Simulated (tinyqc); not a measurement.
Defect-molecule model of a vacancy with Jahn-Teller distortion, step by step. Values are carried at full precision from step to step, so a last printed digit may differ when a step is redone from the rounded ones.

Four dangling hybrids a, b, c, d point into the vacancy: H_ii = E0, and -gm between any two. A tetragonal distortion Q pairs a with b and c with d: those two couplings become -gm - I Q and the other four -gm + I Q/2, at an elastic cost k Q^2/2. The a1 level holds two electrons; charge states 2+, + and 0 put n = 0, 1, 2 more into the lowest level of t2 origin. Energy from the 2+ state at Q = 0, with the Fermi level mu counted from Ev: W_n(Q) = n (et - 2 I Q) + k Q^2/2 + Uc n (n - 1)/2 - n mu. et = E0 + gm is the undistorted t2 level.

Values chosen for the exercise (of the size used for the vacancy in silicon; shifted at random, so the results belong to these values and not to a real crystal):
- E0 = -0.04 eV (level of a dangling hybrid, from Ev)
- gm = 0.37 eV (coupling between two dangling hybrids)
- I = 1.15 eV/angstrom (Jahn-Teller coupling)
- k = 17.7 eV/angstrom^2 (force constant of the mode)
- Uc = 0.25 eV (repulsion of two electrons in one orbital)
- Q = 0.26 angstrom (a trial distortion)

## The molecule at a trial distortion

Fill in H at Q.

H (eV), rows a, b, c, d and columns alike:
```
[[-0.0400, -0.6690, -0.2205, -0.2205],
 [-0.6690, -0.0400, -0.2205, -0.2205],
 [-0.2205, -0.2205, -0.0400, -0.6690],
 [-0.2205, -0.2205, -0.6690, -0.0400]]
```

## One-electron levels

Diagonalise. By symmetry: a + b + c + d at E0 - 3 gm, a + b - c - d at E0 + gm - 2 I Q, and the pair a - b, c - d at E0 + gm + I Q.

levels (eV): [-1.1500, -0.2680, 0.6290, 0.6290]

The t2 triplet has split by 3 I Q = 0.8970 eV, and its centre has stayed.

## Relaxed charge states

Minimise W_n over Q: Q_n = 2 n I/k, gain n^2 E_JT with E_JT = 2 I^2/k. W_n at mu = 0 is n et - n^2 E_JT + Uc n (n - 1)/2.

E_JT = 0.1494 eV

States:
```
n  charge  Q_n (angstrom)  gain (eV)  W_n (eV)
0      2+          0.0000     0.0000    0.0000
1       +          0.1299     0.1494    0.1806
2       0          0.2599     0.5977    0.3123
```

## Transition levels and the effective U

From the energies W_n of the relaxed states with n = 0, 1, 2 electrons: E(2+/+) = W1 - W0, E(+/0) = W2 - W1, U_eff = E(+/0) - E(2+/+), E(2+/0) = (W2 - W0)/2.

levels above Ev (eV): (2+/+) 0.1806, (+/0) 0.1317, (2+/0) 0.1561

U_eff = -0.0489 eV

U_eff < 0: the second electron is bound more strongly than the first, the + state is never the lowest, and the charge changes by two at 0.1561 eV.

## Vertical against thermal levels

At fixed Q the level for adding the first electron is et - 2 I Q. Capture into 2+ at Q0 = 0 costs et; removal from + at Q1 = 2 I/k takes place at et - 2 E_JT, E_JT = 2 I^2/k; the thermal level lies between, and the Franck-Condon shift is E_JT on each side. et = E0 + gm.

levels (eV): vertical at Q0 0.3300, thermal 0.1806, vertical at Q1 0.0311

Stokes shift = 0.2989 eV

## Checks

- W2 from the formula against a numerical minimum over Q with the level from H(Q): both 0.31226.

Program tinyqc; command `OMP_NUM_THREADS=1 python tinyqc.py 1450121 1450122 out.jsonl`; about 0.01 s on one thread of a shared Intel(R) Xeon(R) Processor @ 2.30GHz.
